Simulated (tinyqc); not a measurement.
# Worked calculation: bias-temperature instability, empirical power law with universal recovery

tinyqc, about 0.01 s, one thread, Intel Xeon 2.30GHz (shared host): `OMP_NUM_THREADS=1 python tinyqc.py 2070017 2070018 out.jsonl` Printed values are rounded.

Threshold-voltage shift at the end of a stress: dV = A (V/V0)^g exp[-(Ea q/kB)(1/T - 1/T0)] (t/1 s)^n. After a delay tr the permanent share pp stays and the rest falls by r = 1/(1 + B (tr/t)^be). An empirical model: its parameters are fits, not properties.

Values chosen for this exercise: reference stress voltage V0 = 1.9 V; reference temperature T0 = 373 K; shift after 1 s at V0 and T0 A = 10 mV; time exponent n = 0.24; voltage exponent g = 5.9; apparent activation energy of the shift Ea = 0.07 eV; permanent share pp = 0.38; recovery scale B = 5.1; recovery dispersion be = 0.22; use voltage V = 0.77 V; use temperature T = 328 K; failure criterion dc = 50 mV; delay before the measurement tr = 0.001 s.

Constants: q = 1.602176634e-19 C, kB = 1.380649e-23 J/K. Results are converted to the units shown.

## Shift and lifetime at use conditions

The lifetime solves dV = dc; ten years are 3.15576e8 s.

voltage factor = 0.00484896
temperature factor = 0.741721
shift after ten years = 3.94162 mV
lifetime = 3.954e5 years
largest voltage for ten years = 1.18438 V

The device passes: the shift at ten years is below dc. A lifetime beyond 100 years is a far extrapolation of the power law. In time the voltage exponent is g/n = 24.6 and the activation energy Ea/n = 0.292 eV.

## What a delayed measurement sees

t, point 0 to 2 (s): [1, 10, 100]

At V0 and T0, measured shift = dV [pp + (1 - pp) r]; the apparent exponent is the slope of ln(shift) against ln t between the first and last point.

| point | dV (mV) | share left | measured (mV) |
|---|---|---|---|
| 0 | 10 | 0.673039 | 6.73039 |
| 1 | 17.3780 | 0.750744 | 13.0464 |
| 2 | 30.1995 | 0.821247 | 24.8013 |

apparent n = 0.283217

The delay hides 17.9 % of the last shift and raises the exponent from 0.24 to 0.283, since short stresses recover by a larger share.
